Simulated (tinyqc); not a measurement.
# Size effects in the resistivity of thin metal films and interconnect lines, step by step

A worked calculation. Computed by tinyqc, a small Python program that keeps every step. Command: `OMP_NUM_THREADS=1 python tinyqc.py 3017743 3017744 out.jsonl size walk`. One thread of a shared host (Intel(R) Xeon(R) Processor @ 2.30GHz), about 0.01 s of CPU time with the checks. Intermediate numbers are printed to about 5 digits and carried at full precision; extremes and crossings named in words are read from the listed rows.

Electrons lose their drift at surfaces (a share 1 - p of the hits) and at grain boundaries (reflection R), besides bulk scattering. The line sits in a trench with a non-conducting liner on both walls and the bottom; the spacing equals the drawn width.

Inputs (values chosen for the exercise, modelled on ruthenium):
```
quantity                                   value         unit
bulk resistivity rho_b                      7.54  microohm cm
bulk mean free path lambda                  6.24           nm
specularity p                               0.48            -
grain-boundary reflection R                 0.32            -
drawn line width w                            28           nm
grain size over metal width                  2.9            -
aspect ratio (height over width)             2.8            -
liner thickness t                            0.7           nm
line length                                    1   micrometre
permittivity of the dielectric k             3.4            -
competitor: rho_b relative to this metal     4.7            -
competitor: lambda relative to this metal   0.41            -
competitor: liner relative to t                0            -
```

Geometry: line.

Constants: eps_0 = 8.8541878128e-12 F/m.

## Metal cross-section

Metal width w_m = w - 2t, height h_m = (aspect ratio) w - t, grain size D = (ratio) w_m.

metal width w_m = 26.6 nm

metal height h_m = 77.7 nm

grain size D = 77.14 nm

share of the trench filled by metal = 94.152 %

## Grain boundaries

Mayadas-Shatzkes: alpha = (lambda/D) R/(1 - R); rho_b/rho = 1 - 3 alpha/2 + 3 alpha^2 - 3 alpha^3 ln(1 + 1/alpha).

alpha = 0.038067

rho/rho_b from grains = 1.0563

The linear estimate 1 + 3 alpha/2 gives 1.057, within 2 %.

## Surfaces

Fuchs-Sondheimer film: rho_b/rho = 1 - (3/(2 kappa))(1 - p) int_0^1 (s - s^3)(1 - exp(-kappa/s))/(1 - p exp(-kappa/s)) ds, f = rho/rho_b, kappa = thickness/lambda, 80 Gauss-Legendre points. Line: the excess of a film of thickness w_m and of a film of thickness h_m are added, rho/rho_b = 1 + (f(w_m) - 1) + (f(h_m) - 1), an estimate that holds best when both sides exceed lambda.

kappa = w_m/lambda = 4.2628

f(w_m) = 1.0479

f(h_m) = 1.0159

rho/rho_b from surfaces = 1.0638

## Resistance and delay

Total: rho = rho_b [1 + surface excess + grain excess]; resistance per length rho/(w_m h_m); capacitance per length C = 2 k eps_0 (aspect ratio + 1/2), a parallel-plate estimate for two neighbours plus a fixed term for the planes above and below; delay 0.38 R C L^2; effective resistivity per drawn area.

resistivity rho = 8.4456 microohm cm

resistance per length = 40.863 ohm/micrometre

capacitance per length = 0.19869 fF/micrometre

RC delay = 0.0030852 ps

effective resistivity per drawn area = 8.9702 microohm cm

Of the factor 1.19 over bulk, scattering gives 1.12 and the liner 1.06; within scattering, surfaces outweigh grain boundaries (0.06 against 0.06, grains first).

## A short-path metal as competitor

w_m = w - 2t, h_m = (aspect ratio) w - t, D = (ratio) w_m; rho = rho_b [1 + surface excess + grain excess]. Effective resistivity rho (aspect ratio) w^2/(w_m h_m) for the metal with its liner, for the same metal without liner, and for a competitor with its own rho_b, lambda and liner, and for that competitor with the liner t; p, R, aspect and grain ratios are the same.

Effective resistivity (microohm cm):
```
w (nm)  this metal  without liner  competitor  competitor, liner t
200          7.724          7.660      35.668               35.966
100          7.913          7.780      35.899               36.506
50           8.307          8.021      36.362               37.622
30           8.866          8.346      36.980               39.188
20           9.625          8.757      37.757               41.283
14          10.705          9.288      38.762               44.227
10          12.348          9.999      40.113               48.654
7           15.329         11.060      42.154               56.595
5           20.588         12.460      44.890               70.398
```

The competitor does not win at any width listed. In narrow lines rho scales as rho_b lambda/w, and the product rho_b lambda of the competitor is 1.93 times this metal's. At the narrowest width the liner costs this metal a factor 1.65. With the same liner the competitor wins nowhere in the table; at the narrowest width the thinner liner lowers it from 70.4 to 44.9. Rows with w - 2t below lambda stretch the additive estimate. Metal widths below about 5 nm are outside this semiclassical model.

Checks made by the program: grain-boundary formula against its angular integral 3 int_0^1 c^3/(c + alpha) dc (relative difference below 1e-10).
